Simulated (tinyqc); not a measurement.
# Inputs raised by 2 %, one at a time

Model: solubility, supersaturation, precipitation and gettering of an impurity in a silicon-like host. Computed by tinyqc, a small Python program. Command: `OMP_NUM_THREADS=1 python tinyqc.py 3008415 3008416 out.jsonl ripen sens`. One thread of a shared host (Intel(R) Xeon(R) Processor @ 2.30GHz), about 0.01 s of CPU time with the checks.

The wafer was saturated at T1 and is then held at T.

Inputs (values chosen for the exercise, modelled on iron in silicon):

| quantity | value | unit |
|---|---|---|
| site density N0 | 5e+22 | 1/cm^3 |
| enthalpy of solution H | 2.92 | eV |
| entropy of solution S | 8.3 | k_B |
| diffusion prefactor D0 | 0.001 | cm^2/s |
| migration energy Q | 0.679 | eV |
| temperature of saturation T1 | 1400 | K |
| anneal temperature T | 1037 | K |
| sink density n | 1.2e+07 | 1/cm^3 |
| initial sink radius r0 | 13 | nm |
| impurity density in the precipitate C_p | 2.3e+22 | 1/cm^3 |
| interface energy gamma | 0.47 | J/m^2 |
| anneal time t | 270 | s |

Constants: k_B = 8.617333262e-05 eV/K; k_B = 1.380649e-23 J/K.

Method:
- C_eq(T) = N0 exp(S/k_B - H/(k_B T)); D(T) = D0 exp(-Q/(k_B T)); C0 = C_eq(T1). Supersaturation s = C0/C_eq(T); critical radius r* = 2 gamma/(C_p k_B T ln s); barrier W* = (4 pi/3) gamma r*^2. Strain energy is left out.
- tau0 = 1/(4 pi n r0 D); C_fixed(t) = C_eq + (C0 - C_eq) exp(-t/tau0). If all excess precipitates, the final radius is r_f = [r0^3 + 3 (C0 - C_eq)/(4 pi n C_p)]^(1/3), with tau_f = 1/(4 pi n r_f D).
- Growing sinks: with y = r/r_f and y0 = r0/r_f, dy/dt = (1 - y^3)/(3 tau_f y), which integrates to t/tau_f = F(y) - F(y0), F(y) = (1/2) ln[(1 + y + y^2)/(1 - y)^2] - sqrt(3) arctan[(2y + 1)/sqrt(3)]; the share of the excess left is (1 - y^3)/(1 - y0^3), and C(t) = C_eq + (C0 - C_eq) x share.

Runs:

| input moved | from | to | supersaturation s | final radius r_f (nm) | C(t) with growing sinks (1/cm^3) | critical radius r* (nm) |
|---|---|---|---|---|---|---|
| base run | - | - | 4781 | 175.0 | 5.504e+15 | 0.3369 |
| diffusion prefactor D0 (cm^2/s) | 0.001 | 0.00102 | 4781 | 175.0 | 5.485e+15 | 0.3369 |
| migration energy Q (eV) | 0.679 | 0.69258 | 4781 | 175.0 | 5.634e+15 | 0.3369 |
| temperature of saturation T1 (K) | 1400 | 1428 | 7685 | 205.0 | 8.588e+15 | 0.3190 |
| anneal temperature T (K) | 1037 | 1057.74 | 2519 | 175.0 | 5.349e+15 | 0.3573 |
| sink density n (1/cm^3) | 12000000 | 12240000 | 4781 | 173.9 | 5.491e+15 | 0.3369 |
| initial sink radius r0 (nm) | 13 | 13.26 | 4781 | 175.0 | 5.503e+15 | 0.3369 |
| anneal time t (s) | 270 | 275.4 | 4781 | 175.0 | 5.485e+15 | 0.3369 |

Exponents ln(y'/y) / ln(x'/x):

| input | supersaturation s | final radius r_f | C(t) with growing sinks | critical radius r* |
|---|---|---|---|---|
| diffusion prefactor D0 | 0.000 | 0.000 | -0.175 | 0.000 |
| migration energy Q | 0.000 | 0.000 | 1.185 | 0.000 |
| temperature of saturation T1 | 23.966 | 7.987 | 22.470 | -2.752 |
| anneal temperature T | -32.355 | -0.003 | -1.444 | 2.971 |
| sink density n | 0.000 | -0.333 | -0.118 | 0.000 |
| initial sink radius r0 | 0.000 | 0.000 | -0.007 | 0.000 |
| anneal time t | 0.000 | 0.000 | -0.175 | 0.000 |

Among the inputs moved here: supersaturation s answers most in size to anneal temperature T (exponent -32.355), next to temperature of saturation T1 (+23.966); its exponent is below 0.0005 for diffusion prefactor D0, migration energy Q, sink density n, initial sink radius r0, anneal time t. Final radius r_f answers most in size to temperature of saturation T1 (exponent +7.987), next to sink density n (-0.333); its exponent is below 0.0005 for diffusion prefactor D0, migration energy Q, initial sink radius r0, anneal time t. Its exponent -0.333 in sink density n: a fixed amount shared among n sinks. C(t) with growing sinks answers most in size to temperature of saturation T1 (exponent +22.470), next to anneal temperature T (-1.444). Critical radius r* answers most in size to anneal temperature T (exponent +2.971), next to temperature of saturation T1 (-2.752); its exponent is below 0.0005 for diffusion prefactor D0, migration energy Q, sink density n, initial sink radius r0, anneal time t.

Caution (all rows): the barrier to homogeneous nucleation is below 35 k_B T for these inputs, so new precipitates would form and outnumber the fixed sinks assumed here. Caution (all rows): a critical radius of atomic size is outside the capillary model.
